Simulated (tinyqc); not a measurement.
## Delay unit and parasitic delay from two ring oscillators

Inverse problem. A ring of 31 inverters oscillates at 1/(2 x 31 d), with stage delay d = tau (h + p) for fan-out h. Find tau, p and the delay at fan-out 4.

frequencies of 31-stage ring oscillators with fan-out 1 and 5 (GHz): 2.1036954  0.67017211

Solution. d is a straight line in h with slope tau and intercept tau p.

tau = 4.10 ps
p = 0.870
delay at fan-out 4 = 20.0 ps

Numbers from tinyqc (`OMP_NUM_THREADS=1 python tinyqc.py 2082053 2082054 out.jsonl`; about 0.01 s on one thread of a shared Intel Xeon 2.30GHz).
